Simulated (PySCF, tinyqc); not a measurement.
CIS and TDHF on RHF in the sto-3g basis, frozen core, for BeH+, spin multiplicity 1, step by step. The lowest restricted solution is unstable here: a spin-polarised one lies 0.0024 hartree lower (PySCF). One step of it, computed by the program tinyqc.

Task: TDHF (RPA) triplet states. B(ia,jb) = - (ib|ja); the squared energies are the eigenvalues of (A - B)(A + B); 1 hartree = 27.211386 eV.

CIS matrix A, triplet (hartree), order 2>3, 2>4, 2>5, 2>6:
$$\begin{pmatrix}
0.081394 & 0.000000 & 0.000000 & 0.056772 \\
0.000000 & 0.182782 & 0.000000 & 0.000000 \\
0.000000 & 0.000000 & 0.182782 & 0.000000 \\
0.056772 & 0.000000 & 0.000000 & 0.319337
\end{pmatrix}$$

Two-electron integrals over orbitals (pq|rs), unique and non-zero (hartree); the lowest 1 orbital is frozen and left out:
```
(22|22) 0.466664    (32|22) -0.066588   (32|32) 0.057866    (33|22) 0.325032
(33|32) 0.033376    (33|33) 0.433727    (42|42) 0.045089    (43|42) 0.034046
(43|43) 0.049012    (44|22) 0.350702    (44|32) 0.036763    (44|33) 0.385757
(44|44) 0.449859    (52|52) 0.045089    (53|52) 0.034046    (53|53) 0.049012
(54|54) 0.024249    (55|22) 0.350702    (55|32) 0.036763    (55|33) 0.385757
(55|44) 0.401360    (55|55) 0.449859    (62|22) 0.025364    (62|32) -0.054379
(62|33) -0.013445   (62|44) -0.068099   (62|55) -0.068099   (62|62) 0.119084
(63|22) -0.056772   (63|32) 0.053364    (63|33) 0.052976    (63|44) 0.033518
(63|55) 0.033518    (63|62) -0.059225   (63|63) 0.069965    (64|42) -0.026268
(64|43) -0.008826   (64|64) 0.022833    (65|52) -0.026268   (65|53) -0.008826
(65|65) 0.022833    (66|22) 0.472528    (66|32) -0.070424   (66|33) 0.352457
(66|44) 0.353735    (66|55) 0.353735    (66|62) 0.053515    (66|63) -0.060631
(66|66) 0.510886
```

Give: TDHF matrix B, triplet; squared energies w^2; TDHF energies from the positive w^2.

Result:

TDHF matrix B, triplet (hartree), order 2>3, 2>4, 2>5, 2>6:
$$\begin{pmatrix}
-0.0579 & 0.0000 & 0.0000 & 0.0544 \\
0.0000 & -0.0451 & 0.0000 & 0.0000 \\
0.0000 & 0.0000 & -0.0451 & 0.0000 \\
0.0544 & 0.0000 & 0.0000 & -0.1191
\end{pmatrix}$$

squared energies w^2 (hartree^2): [-0.0048, 0.0314, 0.0314, 0.0964]

TDHF energies from the positive w^2 (eV): [4.8200, 4.8200, 8.4505]

A + B or A - B has a negative eigenvalue: the restricted solution is unstable towards a spin-polarised one, a negative w^2 means an imaginary energy, and the lowest roots have no physical meaning.
